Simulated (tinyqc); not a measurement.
# Mobility of a non-polar semiconductor in the relaxation-time approximation, step by step

A worked calculation. Computed by tinyqc, a small Python program that keeps every step. Command: `OMP_NUM_THREADS=1 python tinyqc.py 3013033 3013034 out.jsonl rta walk`. One thread of a shared host (Intel(R) Xeon(R) Processor @ 2.30GHz), about 0.01 s of CPU time with the checks. Intermediate numbers are printed to about 6 digits and carried at full precision; extremes and crossings named in words are read from the listed rows.

Each valley is treated as a sphere of mass m_d for states and rates, with one isotropic relaxation time; the conductivity mass m_c sets the current.

Inputs (values chosen for the exercise, modelled on holes in germanium):
```
quantity,value,unit
longitudinal mass m_l,0.306,m_0
transverse mass m_t,0.306,m_0
equivalent valleys Z,1,-
non-parabolicity alpha,0.31,1/eV
static permittivity eps_s,16,-
density rho,5323,kg/m^3
sound velocity v_l,5310,m/s
acoustic deformation potential D_A,5.1,eV
phonon energy hbar w,37.2,meV
optical or intervalley deformation potential D_o,8.7,1e8 eV/cm
final valleys Z_f,1,-
carrier density n,4e+17,1/cm^3
compensation ratio C,0.47,-
temperature T,300,K
alloy fraction x,0.068,-
alloy potential U,1.3,eV
lattice constant a,5.55,angstrom
```

Band: Kane. Impurity formula: Brooks-Herring. Further scattering: alloy.

Constants: k_B = 8.617333262e-05 eV/K; m_0 = 9.1093837015e-31 kg; e = 1.602176634e-19 C; hbar = 1.054571817e-34 J s; eps_0 = 8.8541878128e-12 F/m; k_B = 1.380649e-23 J/K; hbar = 6.582119569e-16 eV s.

## Masses

m_d = (m_l m_t^2)^(1/3); 1/m_c = (1/m_l + 2/m_t)/3; Hall mass factor A = 3 K_m (K_m + 2)/(2 K_m + 1)^2, K_m = m_l/m_t; N_I = n (1 + C)/(1 - C).

density-of-states mass m_d = 0.306 m_0

conductivity mass m_c = 0.306 m_0

Hall mass factor A = 1

ionised impurity density N_I = 1.10943e+18 1/cm^3

## Fermi level and screening

Kane band: hbar^2 k^2/(2 m) = E (1 + alpha E), speed v = hbar k/(m (1 + 2 alpha E)), states per spin, volume and energy g(E) = m k (1 + 2 alpha E)/(2 pi^2 hbar^2); overlap factors are set to 1. Here m = m_d. Masses are multiplied by m_0 and all formulas are in SI units. The reduced Fermi level eta = E_F/(k_B T) solves n = 2 Z int g f dE with f = 1/(1 + exp(x - eta)) (Z = 1 unless valleys are given); screening length L_s = sqrt(eps_s eps_0 k_B T/(e^2 dn/deta)), dn/deta = 2 Z int g f (1 - f) dE. Integrals over x = E/(k_B T) use 160 Gauss-Legendre points in u = sqrt(x) from 0 to sqrt(max(eta, 0) + 32).

reduced Fermi level eta = -2.36070

screening length L_s = 7.67855 nm

The gas is non-degenerate (eta < -2), and L_s is close to the Debye length.

## Rates at a few energies

Phonon occupation N_q = 1/(exp(hbar w/(k_B T)) - 1). Acoustic deformation potential (elastic, equipartition, absorption and emission together): 1/tau = 2 pi k_B T D_A^2 g(E)/(hbar rho v_l^2). Optical or intervalley deformation potential: 1/tau = (pi Z_f D_o^2/(rho w)) [N_q g(E + hbar w) + (N_q + 1) g(E - hbar w)], with g = 0 below the band edge. Each optical term is multiplied by (1 - f(E'))/(1 - f(E)), E' the final energy, for Pauli blocking. Singly charged impurities, momentum relaxation: 1/tau = N_I e^4 m (1 + 2 alpha E) Phi/(8 pi (eps_s eps_0)^2 hbar^3 k^3), with alpha = 0 for a parabolic band. Brooks-Herring: Phi = ln(1 + b) - b/(1 + b), b = 4 k^2 L_s^2. Alloy disorder: 1/tau = (2 pi/hbar) Omega x (1 - x) U^2 g(E), Omega = a^3/4 (other conventions for Omega rescale U).

Rates (1e12/s) at E = (max(eta, 0) + 0.5, 1, 2, 4) k_B T:
```
E (meV),acoustic,optical,ionised impurity,alloy
12.926,0.45365,0.55085,23.5362,2.89301
25.852,0.64794,0.61378,10.7429,4.13208
51.704,0.93448,1.85125,4.6961,5.95938
103.408,1.37331,3.52245,1.9949,8.75788
```

## Mobility for each process alone

mu = (m_d/m_c) (2 Z e/(3 n k_B T)) int g v^2 tau f (1 - f) dE. Averages over x are split at the emission threshold x_0 = hbar w/(k_B T): 64 Gauss-Legendre points in sqrt(x) below it and 128 in sqrt(x - x_0) above it, up to x = max(eta, 0) + 32.

acoustic mobility = 6216.43 cm^2/(V s)

optical mobility = 4243.92 cm^2/(V s)

ionised impurity mobility = 1664.79 cm^2/(V s)

alloy mobility = 974.787 cm^2/(V s)

## All processes together

Rates are added at each energy before the average. With <y> = int g v^2 y f (1 - f) dE: Hall factor r_H = A (3 n k_B T/(2 Z m_d)) <tau^2/(1 + 2 alpha E)>/<tau>^2 (alpha = 0 for a parabolic band); Hall mobility r_H mu; |S| = (k_B/e) (<x tau>/<tau> - eta); resistivity 1/(n e mu).

drift mobility mu = 360.565 cm^2/(V s)

Hall factor r_H = 1.03142

Hall mobility = 371.894 cm^2/(V s)

Seebeck coefficient |S| = 420.445 microvolt/K

resistivity = 0.0432758 ohm cm

Taking r_H = 1 in a Hall measurement would give a density 0.970 times the true one.

## Matthiessen's rule against the full average

Matthiessen's rule adds 1/mu of the separate processes.

Separate mobilities:
```
process,mu (cm^2/(V s)),share of the sum of 1/mu (%)
acoustic,6216.43,7.9516
optical,4243.92,11.6474
ionised impurity,1664.79,29.6918
alloy,974.79,50.7092
```

mobility by Matthiessen's rule = 494.306 cm^2/(V s)

excess of Matthiessen's rule over the full mu = 37.0920 %

The rule gives 494.3 against the full 360.6, 37.1 % too high; it can only overestimate, since each separate average is carried by the energies where that process is weak. The error is large because alloy and ionised impurity scattering both carry weight and depend on energy in different ways.

Checks made by the program: the sum rule (2 Z/(3 k_B T)) int g v^2 (1 + 2 alpha E) f (1 - f) dE = n/m_d (relative difference below 1e-10).
